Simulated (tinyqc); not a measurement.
## Gate voltage from the surface potential

Inverse problem. At the source end, Vgs + Vsb - Vfb - psi = gamma sqrt(G), G = psi - Vt + Vt exp((psi - 2 phiF - Vsb)/Vt), and the voltage over the insulator is gamma sqrt(G). Find that voltage and Vgs.

Values chosen for this exercise: temperature T = 293 K; flat-band voltage Vfb = -0.96 V; source-body reverse bias Vsb = 0 V.

Constants: q = 1.602176634e-19 C, kB = 1.380649e-23 J/K, Vt = kB T/q. Results are converted to the units shown.

psi = 1.0523405 V
phiF = 0.46836329 V
gamma = 0.41111199 V^0.5

Solution. In this direction the relation is explicit: no iteration is needed.

voltage over the insulator = 0.768 V
Vgs = 0.860 V

Program tinyqc, `OMP_NUM_THREADS=1 python tinyqc.py 2360056 2360057 out.jsonl`; Intel Xeon 2.30GHz, shared host, one thread, about 0.03 s.
